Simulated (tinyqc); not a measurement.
One mass for the acceptor? Model: shallow acceptor in the spherical model (Baldereschi-Lipari), strong spin-orbit limit. Computed by tinyqc, a small Python program. Command: `OMP_NUM_THREADS=1 python tinyqc.py 3024070 3024071 out.jsonl acceptor walk`. One thread of a shared host (Intel(R) Xeon(R) Processor @ 2.30GHz), about 0.01 s of CPU time with the checks.

The 1S(3/2) state has an s envelope f(r) and a d envelope g(r). In effective units they obey -(f'' + 2f'/r + 2f/r) + mu (g'' + 5g'/r + 3g/r^2) = E f and -(g'' + 2g'/r - 6g/r^2 + 2g/r) + mu (f'' - f'/r) = E g. The cubic term, the split-off band and the central cell are left out.

Inputs (values chosen for the exercise, modelled on ZnSe): Luttinger gamma_1 = 3.71; Luttinger gamma_2 = 1.23; Luttinger gamma_3 = 1.65; dielectric constant eps = 8.98; spin-orbit gap Delta_so = 426 meV.

Constants: Ry = 13.605693123 eV; a_0 = 0.529177210903 angstrom.

Method:
- Ry* = Ry/(gamma_1 eps^2), a* = a_0 eps gamma_1, mu = (6 gamma_3 + 4 gamma_2)/(5 gamma_1), delta = (gamma_3 - gamma_2)/gamma_1; spherical masses 1/(gamma_1 (1 - mu)) (heavy) and 1/(gamma_1 (1 + mu)) (light).
- Basis: f_i = exp(-zeta_i r), g_i = r exp(-zeta_i r), weight r^2 dr, s = zeta_i + zeta_j. S_ff = 2/s^3, H_ff = zeta_i zeta_j S_ff - 2/s^2; S_gg = 24/s^5, H_gg = 8/s^3 + 24 zeta_i zeta_j/s^5 - 12/s^4; H(f_i, g_j) = mu (6 zeta_i^2/s^4 + 2 zeta_i/s^3); S_fg = 0. Each function is normalised by sqrt(S_ii).
- Large basis: zeta_i = 0.08 x 1.55^(i-1), i = 1..20 in each channel; overlap eigenvalues below 1e-11 are dropped.
- Binding energies are -E Ry*; the mass that fits is E(1S) eps^2/Ry.
- Hydrogenic binding Ry m/eps^2; the density-of-states mass is (m_H^(3/2) + m_L^(3/2))^(2/3); errors are against the large basis.

light-hole mass = 0.149835 m_0

heavy-hole mass = 1.34048 m_0

1S(3/2) binding energy = 116.808 meV

1S binding energy:
```
mass                     value (m_0)  binding (meV)  error (%)
light hole                    0.1498          25.28    -78.357
1/gamma_1                     0.2695          45.48    -61.067
mean of heavy and light       0.7452         125.72      7.632
heavy hole                    1.3405         226.17     93.622
density of states             1.3737         231.77     98.416
```

What does the comparison show, and why?

The coupled result, 116.81 meV, lies between the 1/gamma_1 value (no coupling) and the heavy-hole value; the closest single rule here is "mean of heavy and light", off by +7.6 %. Caution: the binding exceeds a fifth of the spin-orbit gap Delta_so, so the split-off band, left out, matters. Caution: the orbit is only a few bond lengths wide, so central-cell terms matter.
